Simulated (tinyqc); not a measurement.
Geometry relaxation of a small cluster: one step, computed by the program tinyqc.

E = sum_i {sum_j A exp(-p (r_ij/r0 - 1)) - xi sqrt(rho_i)}, rho_i = sum_j exp(-2 q (r_ij/r0 - 1)); the force on i is -sum_j w_ij (R_i - R_j)/r_ij with w_ij = -(2p/r0) A exp(-p (r_ij/r0 - 1)) + (xi q/r0) exp(-2 q (r_ij/r0 - 1)) (rho_i^(-1/2) + rho_j^(-1/2)).

Problem. Energy and forces at the start. Evaluate E and the forces at the starting positions.

Inputs (values chosen for the exercise, for model atoms):
```
quantity     value      unit
length r0     2.96  angstrom
repulsion A  0.088        eV
hopping xi    1.16        eV
decay p       11.5         -
decay q       3.01         -
```

Potential: Gupta. Method: steepest descent.

starting positions (angstrom):
```
            x     y      z
atom 1  -0.16  0.16  -0.04
atom 2   2.64  0.12   0.19
atom 3   1.24   2.1  -0.01
atom 4   1.48  0.91   2.42
```

Give: distances; energy at the start; forces.

Solution.

distances (angstrom): 1-2 2.810, 1-3 2.393, 1-4 3.050, 2-3 2.433, 2-4 2.635, 3-4 2.716

energy at the start = -6.766 eV

forces (eV/angstrom):
```
             x       y       z
atom 1  -1.567  -2.526   0.299
atom 2   1.613  -2.299  -0.139
atom 3   0.343   4.865  -0.308
atom 4  -0.390  -0.040   0.148
```
